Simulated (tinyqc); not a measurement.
Ionisation potential and affinity of a slab from the planar-averaged potential, step by step. Values are carried at full precision from step to step, so a last printed digit may differ when a step is redone from the rounded ones.

A model of the planar-averaged electrostatic energy of an electron in a periodic cell of N1 periods of A (L1 = N1 n1 h) and N2 periods of vacuum (L2 = N2 n2 h), on z_j = j h: V(z) = f VA + (1 - f) VB + F t(z), VA = V1[0] + V1[1] cos(2 pi z/(n1 h)) + V1[2] cos(4 pi z/(n1 h)), VB the same with V2, n2 and z - L1. f = [tanh(z/w) - tanh((z - L1)/w) + tanh((z - L1 - L2)/w)]/2 + 1/2; t(z) = z - L1/2 in A and (L1/L2)(L1 + L2/2 - z) beyond, so that the cell is periodic.

Constants: e^2/(4 pi eps0) = 14.39964547 eV angstrom.

Inputs chosen for the exercise (gap near that of Si; not measured data):
```
symbol  value                 unit         meaning
h       0.25                  angstrom     grid step
n1      7                                  grid points per period of A
n2      6                                  grid points per period of the vacuum filter
N1      4                                  periods of A
N2      5                                  periods of vacuum
V1      (-8.07, 2.71, -0.28)  eV           mean and two harmonics of the potential in A
V2      (0, 0, 0)             eV           the same in vacuum
w       0.37                  angstrom     width of the interfaces
F       0                     eV/angstrom  slope in A from opposite charges on the two interfaces
Ev1     3.67                  eV           valence top of bulk A above its mean potential
Eg1     (0.59, 1.2)           eV           gap of A: semi-local value, corrected value
fv1     0.52                               share of the correction that lowers the valence top of A
eps     2                                  dielectric constant at the interface
```

## The planar average

Evaluate V on the grid, j = 0, 1, ...

V(z_j) (eV): [-2.820, -5.019, -7.892, -10.504, -10.638, -8.411, -6.316, -5.640, -6.318, -8.421, -10.686, -10.686, -8.421, -6.318, -5.640, -6.318, -8.421, -10.686, -10.686, -8.421, -6.318, -5.640, -6.316, -8.411, -10.638, -10.504, -7.892, -5.019, -2.820, -1.299, -0.529, -0.182, -0.048, -0.010, -0.002, 0.000, 0.000, 0.000, 0.000, 0.000, 0.000, 0.000, 0.000, 0.000, 0.000, 0.000, 0.000, 0.000, 0.000, 0.000, 0.000, -0.001, -0.003, -0.012, -0.038, -0.108, -0.354, -1.299]

## Running means

Running mean over n points, periodic: for odd n the plain mean of the n points centred on j; for even n the n + 1 points with half weight at both ends. The macroscopic average applies the mean over n1 points and then over n2 points.

Apply the first mean, then the second.

after the mean over n1 points (eV): [-3.999, -5.504, -6.655, -7.371, -7.774, -7.960, -8.035, -8.061, -8.068, -8.070, -8.070, -8.070, -8.070, -8.070, -8.070, -8.070, -8.070, -8.070, -8.070, -8.070, -8.068, -8.061, -8.035, -7.960, -7.774, -7.371, -6.655, -5.529, -4.035, -2.541, -1.415, -0.699, -0.296, -0.110, -0.035, -0.009, -0.002, 0.000, 0.000, 0.000, 0.000, 0.000, 0.000, 0.000, 0.000, 0.000, 0.000, 0.000, 0.000, -0.001, -0.002, -0.008, -0.023, -0.074, -0.259, -0.662, -1.379, -2.504]

macroscopic average (eV): [-4.010, -5.102, -6.089, -6.880, -7.430, -7.761, -7.937, -8.019, -8.053, -8.065, -8.069, -8.070, -8.070, -8.070, -8.070, -8.070, -8.070, -8.070, -8.069, -8.065, -8.053, -8.019, -7.937, -7.761, -7.432, -6.887, -6.102, -5.121, -4.035, -2.949, -1.968, -1.183, -0.638, -0.309, -0.133, -0.051, -0.017, -0.005, -0.001, 0.000, 0.000, 0.000, 0.000, 0.000, 0.000, 0.000, 0.000, 0.000, -0.001, -0.004, -0.012, -0.040, -0.116, -0.286, -0.609, -1.148, -1.932, -2.918]

Around the middle of vacuum the first mean varies by 0 meV over five points and the second by 0 meV.

## The potential line-up

Read the macroscopic average in the middle of each region, j = 14 and j = 43, and its slope in A by a central difference over two points each way.

plateau in A = -8.070 eV
plateau in vacuum = 0.000 eV
dV = vacuum - A = 8.070 eV
slope in A = 0.000 eV/angstrom

The plateaus are flat, so the line-up is well defined.

## Ionisation potential and affinity

IP = dV - Ev1, EA = IP - gap. The correction opens the gap by c = Eg1[1] - Eg1[0], lowers the valence top by fv1 c and raises the conduction edge by (1 - fv1) c; dV is kept.

IP, EA with the semi-local gap (eV): [4.400, 3.810]

c = 0.61 eV

IP, EA corrected (eV): [4.717, 3.517]

The correction raises IP by 0.32 eV and lowers EA by 0.29 eV.

## The dipole behind the step

A step dV of the mean electron energy from A to vacuum across an interface equals 4 pi (e^2/4 pi eps0) times a dipole per area p (in e angstrom per angstrom^2). For a change of 0.1 eV in dV, give the charge per area moved over 2 angstrom in a medium of dielectric constant eps: sigma = 0.1 eps/(4 pi (e^2/4 pi eps0) 2). 1 angstrom^-2 = 1e16 cm^-2.

|p| = 0.04460 e/angstrom
sigma = 5.53e+12 e/cm^2

With about 7e14 atoms per cm^2 in a plane (as on a silicon (100) face), 0.8 % of an electron per atom shifts the line-up by 0.1 eV.

## Checks

- Line-up in a cell of 14 + 14 periods without slope against V2[0] - V1[0] (eV): both 8.0700.

Computed by tinyqc, a small Python program: `OMP_NUM_THREADS=1 python tinyqc.py 1880009 1880010 out.jsonl` (the numbers bound the seed that draws the inputs); one thread of a shared host (Intel(R) Xeon(R) Processor @ 2.30GHz), about 0.01 s for the whole set of steps.
